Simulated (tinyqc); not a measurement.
Sp3 tight binding, zinc-blende lattice, step by step. One step of it, computed by the program tinyqc.

Task: Bloch Hamiltonian at k. Slater-Koster rules over the four bonds with direction cosines (l, m, n): ss V_ss; s-px l V_sp; px-s -l V_sp; px-px l^2 V_pps + (1 - l^2) V_ppp; px-py l m (V_pps - V_ppp); each times exp(i k.d).

Parameters chosen for this model: zinc-blende lattice, anion at 0, cation at a/4 (1,1,1); V = eta hbar^2 / (m d^2), hbar^2/m = 7.619964 eV angstrom^2:
```
parameter          value      unit
a               5.550000  angstrom
d               2.403220  angstrom
Es anion      -18.090000        eV
Ep anion       -8.480000        eV
Es cation     -13.950000        eV
Ep cation      -6.320000        eV
eta ss         -1.450000
eta sp          1.420000
eta pp sigma    3.080000
eta pp pi      -0.820000
V ss           -1.913082        eV
V sp            1.873501        eV
V pp sigma      4.063651        eV
V pp pi        -1.081881        eV
```

k point k (2 pi / a): 0.370000  -0.050000  0.110000

Give: H(k) at k.

Result:

H(k) at k (eV), lower triangle (Hermitian):
```
                a s           a px          a py           a pz
a s         -18.090
a px          0.000         -8.480
a py          0.000          0.000        -8.480
a pz          0.000          0.000         0.000         -8.480
c s   -6.281+0.057i  -0.049+2.333i  0.407-0.280i  -0.184+0.620i
c px   0.049-2.333i   2.079-0.019i  0.291-0.983i  -0.646+0.443i
c py  -0.407+0.280i   0.291-0.983i  2.079-0.019i   0.077-3.699i
c pz   0.184-0.620i  -0.646+0.443i  0.077-3.699i   2.079-0.019i

          c s    c px    c py    c pz
c s   -13.950
c px    0.000  -6.320
c py    0.000   0.000  -6.320
c pz    0.000   0.000   0.000  -6.320
```
